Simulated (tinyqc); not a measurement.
Inside a calculation. Model: one level coupled to a phonon between two leads, self-consistent Born approximation.

Numbers from tinyqc (`OMP_NUM_THREADS=1 python tinyqc.py 2720105 2720106 out.jsonl`; about 0.09 s on one thread of a shared Intel Xeon 2.30GHz). Printed values are rounded.

Wide-band leads with mu_L = +V/2 and mu_R = -V/2; phonons in equilibrium, Nq = 1/(exp(w0/kB T) - 1). Scattering links only energies that differ by w0, so a ladder E_k = E1 + k w0 closes on itself; terms that reach past its ends are dropped. Gn and Gp are the electron and hole parts of the spectral function A = Gn + Gp.

Parameters, values chosen for the exercise:
```
symbol  value  unit                           meaning
T         150     K  temperature of leads and phonons
w0         36   meV                     phonon energy
ed        -13   meV                             level
GL         24   meV         coupling to the left lead
GR         16   meV        coupling to the right lead
M         5.7   meV    electron-phonon matrix element
V         140    mV                              bias
nr          7               rungs of the ladder shown
E1        -92   meV                       lowest rung
```

Constants: q = 1.602176634e-19 C, kB = 1.380649e-23 J/K, Vt = kB T/q. Results are converted to the units shown.

Range of the model: The self-consistent Born approximation keeps only non-crossing phonon lines and no Hartree shift; it is rough once the coupling nears the phonon energy.

## The ladder and the first Green functions

|G|^2 = 1/[(E - ed)^2 + (GL + GR + Sin + Sout)^2/4], Gn = |G|^2 (GL fL + GR fR + Sin), Gp = |G|^2 (GL (1 - fL) + GR (1 - fR) + Sout), f = 1/(1 + exp((E - mu)/kB T)). On a single ladder the real part of the phonon self-energy, which needs all energies, is left out. At the start Sin = Sout = 0.

```
rung  E (meV)         fL          fR  Gn (1/meV)  Gp (1/meV)
0         -92   0.999996    0.845795  0.00565165  3.71535e-4
1         -56   0.999942    0.252922   0.0124701  0.00531554
2         -20   0.999054   0.0204688   0.0541310   0.0349559
3          16   0.984897  0.00128815   0.0190638   0.0131683
4          52   0.800998  7.96060e-5  0.00415680  0.00449184
5          88   0.199002  4.91396e-6  4.50536e-4  0.00332269
6         124  0.0151033  3.03310e-7  1.89099e-5  0.00206779
```

Nq = 0.0657843

## Iteration 1: scattering functions

Sin(E) = M^2 [(Nq + 1) Gn(E + w0) + Nq Gn(E - w0)], Sout(E) = M^2 [(Nq + 1) Gp(E - w0) + Nq Gp(E + w0)]. Nq = 1/(exp(w0/kB T) - 1).

```
rung   Sin (meV)  Sout (meV)
0       0.431808   0.0113611
1        1.88649   0.0875777
2       0.686780    0.212208
3       0.259635     1.22003
4      0.0563465    0.463085
5     0.00953927    0.159960
6     9.62946e-4    0.115056
```

## Iteration 1: Green functions

|G|^2 = 1/[(E - ed)^2 + (GL + GR + Sin + Sout)^2/4], Gn = |G|^2 (GL fL + GR fR + Sin), Gp = |G|^2 (GL (1 - fL) + GR (1 - fR) + Sout), f = 1/(1 + exp((E - mu)/kB T)). On a single ladder the real part of the phonon self-energy, which needs all energies, is left out.

```
rung  Gn after iteration 1 (1/meV)  Gp after iteration 1 (1/meV)
0                       0.00570901                    3.72745e-4
1                        0.0130738                    0.00525987
2                        0.0534943                     0.0340497
3                        0.0188160                     0.0138159
4                       0.00415958                    0.00458161
5                       4.51291e-4                    0.00333671
6                       1.89578e-5                    0.00207354
```

## Iteration 2: scattering functions

As before.

```
rung   Sin (meV)  Sout (meV)
0       0.452710   0.0112421
1        1.86457   0.0856827
2       0.679491    0.211664
3       0.258371     1.18884
4      0.0558431    0.485538
5     0.00954687    0.163081
6     9.64560e-4    0.115541
```

## Iteration 2: Green functions

As before.

```
rung  Gn after iteration 2 (1/meV)  Gp after iteration 2 (1/meV)
0                       0.00571180                    3.72704e-4
1                        0.0130671                    0.00526019
2                        0.0534971                     0.0340602
3                        0.0188250                     0.0137986
4                       0.00415908                    0.00458602
5                       4.51289e-4                    0.00333699
6                       1.89579e-5                    0.00207357
```

## Course of the iteration

Repeat until no Sin or Sout changes by more than 1e-9 meV.

Course of the iteration:
```
iteration  largest Sin + Sout (meV)  largest change (meV)
1                           1.97407                  1.89
2                           1.95025                0.0312
3                           1.95037               5.96e-4
4                           1.95037               1.61e-5
5                           1.95037               3.18e-7
6                           1.95037               1.02e-8
7                           1.95037              2.01e-10
```

Converged in 7 iterations; the change shrinks by about 0.024 a step.

## Currents on the rungs

```
rung  converged Gn (1/meV)  converged Gp (1/meV)
0               0.00571177            3.72704e-4
1                0.0130671            0.00526019
2                0.0534971             0.0340598
3                0.0188248             0.0137988
4               0.00415909            0.00458590
5               4.51289e-4            0.00333700
6               1.89579e-5            0.00207357
```

Spectral currents into the level: iL = GL [fL Gp - (1 - fL) Gn], iR = GR [fR Gp - (1 - fR) Gn].

```
rung        iL         iR     iL + iR
0     0.008944  -0.009049  -0.0001044
1     0.126219  -0.134907  -0.0086886
2     0.815447  -0.827278  -0.0118312
3     0.319347  -0.300525   0.0188215
4     0.068295  -0.066534   0.0017608
5     0.007262  -0.007220   0.0000418
6     0.000304  -0.000303   0.0000002
```

sum of iL = 1.34582

On a single rung iL + iR need not vanish (largest 0.019), since phonons move electrons between rungs; summed over the ladder it does.
